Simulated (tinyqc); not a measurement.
What each parameter does: shallow donor in an anisotropic valley (effective-mass theory).

One valley: H = -c [(d2/dx2 + d2/dy2)/mt + (d2/dz2)/ml] - q/(eps r), c = hbar^2/2m0, q = e^2/(4 pi eps0). Trial function exp(-sqrt((x^2 + y^2)/a^2 + z^2/b^2)) with a > b: T = (c/3)(2/(mt a^2) + 1/(ml b^2)), V = -(q/eps) atan(u/b)/u, u = sqrt(a^2 - b^2). The central cell of the impurity is left out.

Constants: hbar^2/2m0 = 3.80998211 eV angstrom^2; e^2/(4 pi eps0) = 14.39964547 eV angstrom.

Values chosen for the exercise (out of a larger set: near those of 3C SiC; not measured data): ml = 0.657 m0 (longitudinal mass); mt = 0.243 m0 (transverse mass); eps = 9.5 (dielectric constant).

The minimum of the trial energy.

One parameter was then changed.

Results before and after:
```
case     E (meV)  a (angstrom)  b (angstrom)    b/a
base      -49.49         17.04         11.98  0.703
changed   -40.51         18.83         13.24  0.703
```

Which of these changes was made? (a) ml = 0.526 m0; (b) eps = 10.5; (c) mt = 0.267 m0.
Answer: (b) eps = 10.5. Of the candidates, run in turn, only this one gives the changed row.

All candidates:
```
case           E (meV)  a (angstrom)  b (angstrom)    b/a
base            -49.49         17.04         11.98  0.703
ml = 0.526 m0   -46.51         17.73         13.48  0.760
mt = 0.267 m0   -52.99         15.77         11.46  0.727
eps = 10.5      -40.51         18.83         13.24  0.703
```

eps only rescales the solution (E as 1/eps^2, lengths as eps), so b/a depends on ml/mt alone.

tinyqc: `OMP_NUM_THREADS=1 python tinyqc.py 1252063 1252064 out.jsonl`; about 0.01 s, one thread, shared Intel(R) Xeon(R) Processor @ 2.30GHz.
